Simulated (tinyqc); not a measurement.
Gupta-type many-body potential for a metal: one step, computed by the program tinyqc.

E_i = sum_j A exp(-p (r_ij/r0 - 1)) - xi rho_i^gamma, with rho_i = sum_j exp(-2 q (r_ij/r0 - 1)); gamma = 1/2 is the tight-binding second-moment form. The crystal is fcc unless stated; d is the neighbour distance and a fixed number of shells is kept.

Question. The (111) surface. fcc shells: d sqrt(k), k = 1..5, with 12, 6, 24, 12, 24 atoms; Omega = d^3/sqrt2. Cut the crystal without relaxation; an atom in layer l keeps the neighbours that lie below the surface plane. Excess = E_i + E_c. Surface energy = sum of excesses over the layers, divided by the area per surface atom: (sqrt3/2) d^2 for (111), d^2 for (100), sqrt2 d^2 for (110).

Inputs (values chosen for the exercise, modelled on nickel):
```
quantity                   value      unit
repulsion A               0.0372        eV
hopping xi                   1.1        eV
decay p                     16.8         -
decay q                     1.19         -
reference distance r0      2.491  angstrom
shells kept                    1         -
embedding exponent gamma     0.5         -
```

Surface: (111).

neighbour distance d = 2.571287 angstrom

cohesive energy E_c = 3.407373 eV

Constants: 1 eV/angstrom^2 = 16.02176634 J/m^2.

Give: Layers; excess per surface atom; surface energy.

Answer.

Layers:
```
layer  nearest neighbours  repulsion (eV)     rho  excess (eV)
1                       9         0.19482  8.3354      0.42636
```

excess per surface atom = 0.42636 eV

surface energy = 1.1930 J/m^2
